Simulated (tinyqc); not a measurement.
Which input was changed? Model: four-point probe, van der Pauw, Hall and spreading-resistance readings of a semiconductor layer. Computed by tinyqc, a small Python program. Command: `OMP_NUM_THREADS=1 python tinyqc.py 3110260 3110261 out.jsonl probe which`. One thread of a shared host (Intel(R) Xeon(R) Processor @ 2.30GHz), about 0.04 s of CPU time with the checks.

The layer is uniform and ohmic; contacts are points unless a radius is given.

Inputs (values chosen for the exercise, modelled on p-type silicon):
```
quantity,value,unit
carrier density n,3.4e+16,1/cm^3
drift mobility mu,323,cm^2/(V s)
layer thickness t,61,micrometre
probe spacing s,1.588,mm
current I,2,mA
magnetic field B,0.73,T
Hall factor r_H,0.8,-
```

Backing of the layer: insulating.

Constants: e = 1.602176634e-19 C.

Method:
- rho = 1/(e n mu); R_s = rho/t.
- Collinear probes with equal spacing on a layer with insulating backing: images at depth 2 m t give V = (rho I/(2 pi s)) G, G = 1 + 4 sum_(m>=1) [1/sqrt(1 + (2 m u)^2) - 1/sqrt(4 + (2 m u)^2)], u = t/s; the sum runs to m = 20000, with the tail 3/(32 u^3 M^2) added to the sum for M = 20000.
- Limits: thick, rho = 2 pi s V/I; thin on an insulator, rho = (pi/ln 2) t V/I.
- V_H = r_H I B/(e n t); apparent density n/r_H; Hall mobility r_H mu; Hall angle tan = r_H mu B (SI).

Task: One of these inputs alone was changed, within the range given: carrier density n (1.7e+16 to 6.8e+16); drift mobility mu (161.5 to 646); probe spacing s (0.794 to 3.176); magnetic field B (0.365 to 1.46). Which one, and to what value?

Results:
```
run,rho by the thin formula (ohm cm),rho by the thick formula (ohm cm),Hall voltage (mV)
before,0.5683399,20.51088,3.514987
after,0.4079418,14.72225,3.514987
```

Result:

Each candidate set to reproduce rho by the thin formula, and what it then gives:
```
candidate,range searched,value needed,rho by the thick formula (ohm cm),Hall voltage (mV)
carrier density n (1/cm^3),1.7e+16 to 6.8e+16,4.737e16,14.722,2.5230
drift mobility mu (cm^2/(V s)),161.5 to 646,450.0,14.722,3.5150
probe spacing s (mm),0.794 to 3.176,no effect,-,-
magnetic field B (T),0.365 to 1.46,no effect,-,-
```

Only drift mobility mu fits every result: it went from 323 to 450 cm^2/(V s). The next best candidate, carrier density n, misses one result by 28 %.
